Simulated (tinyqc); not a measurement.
Configuration-coordinate model of a defect: Huang-Rhys factor and luminescence line shape: one step, computed by the program tinyqc. Command: `OMP_NUM_THREADS=1 python tinyqc.py 3022387 3022388 out.jsonl ccline walk`. One thread of a shared host (Intel(R) Xeon(R) Processor @ 2.30GHz), about 0.02 s of CPU time with the checks.

Ground state E_g(Q) = (1/2) omega_g^2 Q^2; excited state E_e(Q) = E_0 + (1/2) omega_e^2 (Q - dQ)^2 with E_0 = E_ZPL - (hbar omega_e - hbar omega_g)/2. Q is mass-weighted; the dipole does not depend on Q (Condon approximation).

Task: Crossing, radiative lifetime and thermal quenching. The curves cross at the root Q_c nearest dQ; the barrier is (1/2) omega_e^2 (Q_c - dQ)^2, with (1/2) omega^2 = (hbar omega)^2/(2 hbar^2/u). k_r = n_r omega^3 mu^2/(3 pi eps_0 hbar c^3) at the vertical emission energy, without local-field correction; k_nr = nu_0 exp(-barrier/k_B T) (Mott-Seitz); yield = k_r/(k_r + k_nr); T_1/2 = barrier/(k_B ln(nu_0/k_r)).

Inputs (values chosen for the exercise, for a model defect in a wide-gap host):
```
quantity                           value              unit
zero-phonon energy E_ZPL            1.67                eV
displacement dQ                     2.89  u^(1/2) angstrom
ground-state phonon hbar omega_g    14.4               meV
excited-state phonon hbar omega_e   10.8               meV
temperature T                         20                 K
refractive index n_r                2.41                 -
transition dipole mu                0.36        e angstrom
quenching prefactor nu_0           2e+12               1/s
```

Modes: different frequencies.

vertical emission energy = 1.464644 eV

Constants: hbar^2/u = 4.18015928e-03 eV angstrom^2; hbar = 6.582119569e-16 eV s; e = 1.602176634e-19 C; eps_0 = 8.8541878128e-12 F/m; hbar = 1.054571817e-34 J s; c = 299792458 m/s; k_B = 8.617333262e-05 eV/K.

Give: Q_c; classical barrier; radiative lifetime; luminescence yield; quenching temperature T_1/2.

Result:

Q_c = 9.649 u^(1/2) angstrom

classical barrier = 0.6373 eV

radiative lifetime = 268.4 ns

luminescence yield = 1

quenching temperature T_1/2 = 560.6 K

At 20.0 K the centre is bright; tunnelling, left out here, starts the quenching earlier.
